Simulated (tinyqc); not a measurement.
Junction parameters from two forward currents.

Question. D(v) = J1 (exp(v/Vt) - 1) + J2 (exp(v/(2 Vt)) - 1). Find J1, J2 and the voltage 2 Vt ln(J2/J1) near which both parts are equal.

Parameters, values chosen for the exercise:

| symbol | value | unit | meaning |
|---|---|---|---|
| T | 358 | K | temperature |

Constants: q = 1.602176634e-19 C, kB = 1.380649e-23 J/K, Vt = kB T/q. Results are converted to the units shown.

junction voltages (V): 0.35  0.67
currents (uA/um): 1.3767722e-5  0.025593254

Answer. The current is linear in J1 and J2, so two points give two equations.

J1 = 8.60e-12 uA/um
J2 = 4.50e-8 uA/um
crossover = 0.528 V

tinyqc, about 0.2 s, one thread, Intel Xeon 2.30GHz (shared host): `OMP_NUM_THREADS=1 python tinyqc.py 2182167 2182168 out.jsonl`
